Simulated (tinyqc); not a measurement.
What moves the results: optical transitions of a finite quantum well. A value that a table varies takes the place of the one given here.

Each carrier sees a square well of width L with its own depth V and masses m (inside), mb (outside); c = hbar^2/2m0, k = sqrt(m E/c), kappa = sqrt(mb (V - E)/c), and level n solves k L + 2 atan[(k/m)/(kappa/mb)] = n pi. The envelope is cos(kz) for odd n and sin(kz) for even n inside, joins exp(-kappa (|z| - L/2)) outside, and is normalised to 1. Excitons and band mixing are left out.

Constants: hbar^2/2m0 = 3.80998211 eV angstrom^2; e^2/(4 pi eps0) = 14.39964547 eV angstrom; hc = 1239.841984 eV nm.

Values chosen for the exercise (near those of an InGaAs well in InP; shifted at random, so the results belong to these values and not to a real crystal): L = 94 angstrom (well width); Vc = 0.245 eV (conduction offset); me = 0.041 m0 (electron, well); meb = 0.0816 m0 (electron, barrier); eps = 11.4 (background dielectric constant); Nss = (0.057, 0.14, 0.28, 0.57, 0.85, 1.1, 1.7) x 1e12/cm^2 (sheet densities); Eg = 0.799 eV (gap of the well); Vv = 0.349 eV (valence offset); mh = 0.366 m0 (heavy hole along z, well); mhb = 0.535 m0 (heavy hole, barrier); ml = 0.0541 m0 (light hole along z, well); mlb = 0.1185 m0 (light hole, barrier); Ls = (31, 55, 67, 84, 112, 141, 206) angstrom (widths).

## Depolarisation shift

The collective line lies at E12 sqrt(1 + a), a = 8 pi q (n1 - n2) S/(eps E12), q = e^2/(4 pi eps0), S = integral over z of (integral up to z of psi_1 psi_2)^2. Zero temperature with the mass me in both subbands: n1 - n2 = Ns until Ns reaches D E12, D = me/(2 pi c), and D E12 beyond. 1e12/cm^2 = 1e-4/angstrom^2; exchange and the static band bending by the charge are left out.

Line position:
```
Ns (1e12/cm^2)  n1 - n2       a  line (meV)  shift (meV)
0.057             0.057  0.0112      128.72         0.72
0.14              0.140  0.0275      129.75         1.75
0.28              0.280  0.0551      131.48         3.48
0.57              0.570  0.1122      134.99         6.99
0.85              0.850  0.1673      138.29        10.29
1.1               1.100  0.2165      141.18        13.18
1.7               1.700  0.3345      147.87        19.87
```

S = 7.934 angstrom
E12 = 128.00 meV

The upward shift grows from 0.72 to 19.87 meV, 15.5 % of E12 at most. For small a the shift is a E12/2, linear in Ns; in the last row that rule gives 21.41 meV. S/L = 0.0844, against 5/(9 pi^2) = 0.0563 for hard walls.

## Width of the well

Edge wavelength hc/(Eg + e1 + hh1), squared e1-hh1 overlap, lh1 - hh1, and the 1-2 intersubband energy with f_12 = (m1/c) E12 z_12^2, 1/m1 = <1|1/m|1> (dash: e2 unbound).

Results:
```
L (angstrom)  edge (nm)  overlap^2  lh1 - hh1 (meV)  E12 (meV)   f_12
31               1261.5     0.7821             87.4          -      -
55               1377.9     0.8765             54.4          -      -
67               1411.4     0.8999             44.0      174.2  0.698
84               1444.4     0.9223             33.6      145.5  0.957
112              1478.0     0.9449             23.0      102.2  0.973
141              1498.5     0.9591             16.5       73.7  0.968
206              1521.9     0.9759              9.2       41.0  0.963
```

The edge tunes from 1261 to 1522 nm, towards hc/Eg = 1552 nm, while the overlap goes from 0.782 to 0.976. e2 binds at L = pi sqrt(c/(me Vc)) = 61.2 angstrom; f_12 starts from zero there and is 0.698 at 67 angstrom, the rest going to the continuum; among the widths listed it peaks at 0.973 (112 angstrom) and is 0.963 in the widest well, against 0.961 for hard walls.

## What each parameter does

Edge wavelength hc/(Eg + e1 + hh1), squared overlap of e1 and hh1, and the confinement energies. Each row changes one parameter from the base and keeps the others.

Results:
```
case              edge (nm)  overlap^2  e1 (meV)  hh1 (meV)
base                 1458.6     0.9319      42.1        8.9
L = 103 angstrom     1469.2     0.9390      37.3        7.6
Eg = 0.815 eV        1431.7     0.9319      42.1        8.9
Vc = 0.208 eV        1462.8     0.9199      39.6        8.9
Vv = 0.279 eV        1459.1     0.9385      42.1        8.7
me = 0.0451 m0       1461.1     0.9390      40.6        8.9
mh = 0.421 m0        1460.2     0.9260      42.1        8.0
meb = 0.0979 m0      1462.5     0.9308      39.8        8.9
```

The largest shifts from the base row, up to three for each result and ties (the steps differ in size, so this ranks the rows, not the parameters). edge (nm): Eg -26.9, L +10.5, Vc +4.2. overlap^2: Vc -0.0120, me +0.0071, L +0.0071; unchanged at the printed digits by Eg. e1 (meV): L -4.8, Vc -2.4, meb -2.2; unchanged at the printed digits by Eg, Vv and mh. hh1 (meV): L -1.3, mh -0.9, Vv -0.3; unchanged at the printed digits by Eg, Vc, me and meb.

tinyqc: `OMP_NUM_THREADS=1 python tinyqc.py 1252084 1252085 out.jsonl`; about 0.07 s, one thread, shared Intel(R) Xeon(R) Processor @ 2.30GHz.
